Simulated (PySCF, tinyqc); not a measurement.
Worked calculation: CID on RHF in the sto-3g basis, for H4, spin multiplicity 1. The lowest restricted solution is unstable here: a spin-polarised one lies 0.1157 hartree lower (PySCF). One step of it, computed by the program tinyqc.

Task: Iteration 1: building the Fock matrix. J_ij = sum D_kl (ij|kl), K_ij = sum D_kl (ik|jl); F = H + J - 0.5 K; E = tr D H + tr D J / 2 - 0.25 tr D K + E_nn.

D at the start, order 1H 1s, 2H 1s, 3H 1s, 4H 1s:
$$\begin{pmatrix}
0.807822 & 0.807822 & -0.048720 & -0.048720 \\
0.807822 & 0.807822 & -0.048720 & -0.048720 \\
-0.048720 & -0.048720 & 0.807822 & 0.807822 \\
-0.048720 & -0.048720 & 0.807822 & 0.807822
\end{pmatrix}$$

core Hamiltonian H = T + V (hartree), order 1H 1s, 2H 1s, 3H 1s, 4H 1s:
$$\begin{pmatrix}
-1.205630 & -0.402163 & -0.088656 & -0.040689 \\
-0.402163 & -1.205630 & -0.040689 & -0.088656 \\
-0.088656 & -0.040689 & -1.205630 & -0.402163 \\
-0.040689 & -0.088656 & -0.402163 & -1.205630
\end{pmatrix}$$

Two-electron integrals (ij|kl) in chemists' order, unique and non-zero (hartree):
```
(11|11) 0.774606   (21|11) 0.128514   (21|21) 0.033063   (22|11) 0.337680
(22|21) 0.128514   (22|22) 0.774606   (31|11) 0.021882   (31|21) 0.004425
(31|22) 0.014039   (31|31) 0.001347   (32|11) 0.007479   (32|21) 0.002010
(32|22) 0.008151   (32|31) 0.000486   (32|32) 0.000228   (33|11) 0.214472
(33|21) 0.049320   (33|22) 0.181997   (33|31) 0.021882   (33|32) 0.008151
(33|33) 0.774606   (41|11) 0.008151   (41|21) 0.002010   (41|22) 0.007479
(41|31) 0.000486   (41|32) 0.000225   (41|33) 0.007479   (41|41) 0.000228
(42|11) 0.014039   (42|21) 0.004425   (42|22) 0.021882   (42|31) 0.000849
(42|32) 0.000486   (42|33) 0.014039   (42|41) 0.000486   (42|42) 0.001347
(43|11) 0.049320   (43|21) 0.012372   (43|22) 0.049320   (43|31) 0.004425
(43|32) 0.002010   (43|33) 0.128514   (43|41) 0.002010   (43|42) 0.004425
(43|43) 0.033063   (44|11) 0.181997   (44|21) 0.049320   (44|22) 0.214472
(44|31) 0.014039   (44|32) 0.007479   (44|33) 0.337680   (44|41) 0.008151
(44|42) 0.021882   (44|43) 0.128514   (44|44) 0.774606
```

nuclear repulsion = 1.48044736 hartree

Give: Coulomb J; exchange K; Fock matrix F; total energy of this density.

Result:

Coulomb J (hartree), order 1H 1s, 2H 1s, 3H 1s, 4H 1s:
$$\begin{pmatrix}
1.5011 & 0.3595 & 0.0720 & 0.0316 \\
0.3595 & 1.5011 & 0.0316 & 0.0720 \\
0.0720 & 0.0316 & 1.5011 & 0.3595 \\
0.0316 & 0.0720 & 0.3595 & 1.5011
\end{pmatrix}$$

exchange K (hartree), order 1H 1s, 2H 1s, 3H 1s, 4H 1s:
$$\begin{pmatrix}
0.8586 & 0.5061 & 0.0419 & 0.0319 \\
0.5061 & 0.8586 & 0.0319 & 0.0419 \\
0.0419 & 0.0319 & 0.8586 & 0.5061 \\
0.0319 & 0.0419 & 0.5061 & 0.8586
\end{pmatrix}$$

Fock matrix F (hartree), order 1H 1s, 2H 1s, 3H 1s, 4H 1s:
$$\begin{pmatrix}
-0.1338 & -0.2957 & -0.0376 & -0.0250 \\
-0.2957 & -0.1338 & -0.0250 & -0.0376 \\
-0.0376 & -0.0250 & -0.1338 & -0.2957 \\
-0.0250 & -0.0376 & -0.2957 & -0.1338
\end{pmatrix}$$

total energy of this density = -1.792475 hartree
